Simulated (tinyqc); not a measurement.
# Resistance of a source-drain extension with a graded tip: effects of single changes

y runs along the channel, the gate covers y > 0. The doping is N0 for y < y0 and N0 10^(-(y - y0)/la) beyond, uniform over the depth xj. Sheet conductance s(y) = q mu(N) max(N - Nch, 0) xj + (for y > 0) ma Cox Vo, with mu(N) = u0 + (u1 - u0)/(1 + (N/Nr)^au) and Cox = eps0 eox/tox. Current is taken as one-dimensional; depletion of the tip, spreading and the contact are left out. The metallurgical junction lies at yj, where N = Nch.

Parameters, values chosen for the exercise; mobility law close to that of holes in silicon: relative permittivity of the gate insulator (close to zirconium oxide) eox = 24.5; insulator thickness tox = 9.6 nm; active doping of the extension far from the gate N0 = 8.8e19 cm^-3; lateral abruptness la = 2.2 nm/decade; position under the gate where the fall begins (gate edge at 0) y0 = -0.2 nm; depth of the extension xj = 22 nm; channel doping Nch = 3e18 cm^-3; spacer length Ls = 6 nm; gate overdrive Vo = 0.38 V; mobility of the gate-induced layer ma = 34 cm^2/(V s); mobility at low doping u1 = 470.5 cm^2/(V s); mobility at high doping u0 = 44.9 cm^2/(V s); reference doping Nr = 2.23e17 cm^-3; exponent au = 0.719; gate length Lg = 50 nm.

Constants: q = 1.602176634e-19 C, eps0 = 8.8541878128e-14 F/cm where lengths are in cm. Results are converted to the units shown.

Each table varies one quantity; the others keep the values above.

## Abruptness at a fixed junction position

R_spacer = integral of dy/s from -Ls to 0, R_ov from 0 to yj, R_channel = (Lg - 2 yj)/(ma Cox Vo), R_total = 2 R_spacer + 2 R_ov + R_channel. Electrical length L_eff = ma Cox dR_total/d(1/Vo); R_series = R_total - L_eff/(ma Cox Vo). y0 is moved with la so that yj stays at 3.0282 nm.

The same in every row: yj (nm) = 3.028; R_channel (ohm um) = 1505.

Abruptness at a fixed junction position:

| la (nm/decade) | R_spacer (ohm um) | R_ov (ohm um) | R_total (ohm um) | L_eff (nm) | R_series (ohm um) |
|---|---|---|---|---|---|
| 1 | 3.957 | 9.395 | 1532 | 44.13 | 20.21 |
| 1.6 | 3.957 | 13.86 | 1541 | 44.25 | 25.28 |
| 2.2 | 3.971 | 18.30 | 1550 | 44.36 | 30.35 |
| 2.9 | 4.482 | 23.03 | 1560 | 44.49 | 36.38 |
| 3.5 | 5.462 | 26.58 | 1569 | 44.60 | 41.72 |
| 4.1 | 6.876 | 29.76 | 1578 | 44.70 | 47.28 |
| 4.7 | 8.667 | 32.62 | 1588 | 44.80 | 53.08 |
| 5.3 | 10.79 | 35.22 | 1597 | 44.90 | 59.13 |

As la goes from 1 to 5.3 nm/decade, R_total rises from 1530 to 1600 ohm um, R_spacer rises from 3.96 to 10.8 ohm um and R_ov rises from 9.40 to 35.2 ohm um. R_total changes on average by 15.2 ohm um for each nm/decade. L_eff exceeds the metallurgical length by 0.190 nm in the first row and 0.960 nm in the last, since the gate also controls the lightly doped tips.

## Effect of the gate overdrive

Same model as above.

The same in every row: yj (nm) = 3.028; R_spacer (ohm um) = 3.971.

Effect of the gate overdrive:

| Vo (V) | R_ov (ohm um) | R_channel (ohm um) | R_total (ohm um) | L_eff (nm) | R_series (ohm um) |
|---|---|---|---|---|---|
| 0.15 | 25.31 | 3813 | 3872 | 44.13 | 42.74 |
| 0.3 | 20.01 | 1907 | 1955 | 44.28 | 33.28 |
| 0.45 | 17.12 | 1271 | 1313 | 44.42 | 28.36 |
| 0.6 | 15.18 | 953.3 | 991.6 | 44.55 | 25.20 |
| 0.75 | 13.75 | 762.6 | 798.1 | 44.66 | 22.94 |
| 0.9 | 12.64 | 635.5 | 668.7 | 44.77 | 21.23 |
| 1.05 | 11.73 | 544.7 | 576.1 | 44.87 | 19.87 |
| 1.2 | 10.97 | 476.6 | 506.5 | 44.97 | 18.77 |

Read the table: what changes, and by how much?

As Vo goes from 0.15 to 1.2, R_total falls from 3870 to 507 ohm um, L_eff rises from 44.1 to 45.0 nm and R_series falls from 42.7 to 18.8 ohm um. Both extracted quantities depend on the overdrive at which they are taken.

tinyqc, about 0.06 s, one thread, Intel Xeon 2.30GHz (shared host): `OMP_NUM_THREADS=1 python tinyqc.py 2282021 2282022 out.jsonl`
